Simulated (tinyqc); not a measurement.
# Resistance of a tapered via with liner, size effect and interface, step by step

Computed by the program tinyqc: `OMP_NUM_THREADS=1 python tinyqc.py 2750127 2750128 out.jsonl`, one thread of a shared Intel Xeon 2.30GHz, about 0.01 s for the whole run. Printed values are rounded.

A round via whose diameter grows from db at the bottom as D(z) = db + 2 z/tan(ang). The fill, of diameter D - 2 tl, starts above the bottom liner (thickness fb tl) and has rho = rho0 (1 + ks lam/(D - 2 tl)); the sidewall liner conducts in parallel with it. The bottom liner and the interface are crossed over the full area pi db^2/4. Spreading in the lines above and below is left out.

Values chosen for this exercise; fill metal close to cobalt: diameter at the bottom db = 12 nm; height hv = 31 nm; sidewall angle ang = 87 degrees; bulk resistivity of the fill rho0 = 6.09 uohm cm; mean free path of the fill lam = 11.6 nm; size-effect factor ks = 1.5; liner on the sidewall tl = 1.1 nm; liner at the bottom over that on the sidewall fb = 0.5; resistivity of the liner rl = 300 uohm cm; interface resistivity at the bottom ri = 4.7e-12 ohm cm^2; ballistic conductance per area, about 3/(4 rho0 lam) Sb = 1e15 S/m^2.

## Slices of the via

Slices between z0 = fb tl and hv, evaluated at their midpoints: conductance per length pi/4 [(D - 2 tl)^2/rho + (D^2 - (D - 2 tl)^2)/rl], slice resistance = slice height over that. 10 slices.

```
slice,z (nm),D (nm),rho (uohm cm),slice resistance (ohm)
0,2.07250,12.2172,16.6684,6.27031
1,5.11750,12.5364,16.3417,5.78171
2,8.16250,12.8556,16.0347,5.34512
3,11.2075,13.1747,15.7455,4.95366
4,14.2525,13.4939,15.4726,4.60153
5,17.2975,13.8130,15.2147,4.28379
6,20.3425,14.1322,14.9707,3.99627
7,23.3875,14.4514,14.7393,3.73537
8,26.4325,14.7705,14.5197,3.49800
9,29.4775,15.0897,14.3110,3.28150
```

## Total resistance

R_fill = sum of the slices; R_bottom = rl fb tl/(pi db^2/4); R_interface = ri/(pi db^2/4); ballistic (Sharvin) limit 1/(Sb pi (db - 2 tl)^2/4); ideal cylinder rho0 hv/(pi db^2/4).

parts (ohm): fill 45.7472, bottom liner 14.5892, interface 4.15571
R = 64.4922 ohm
shares (%): fill 70.9346, bottom liner 22.6217, interface 6.4437
ballistic limit = 13.2574 ohm
ideal cylinder = 16.6927 ohm

The fill is the largest part, and R is 3.86 times the ideal cylinder. With 2000 slices R = 64.507 ohm.
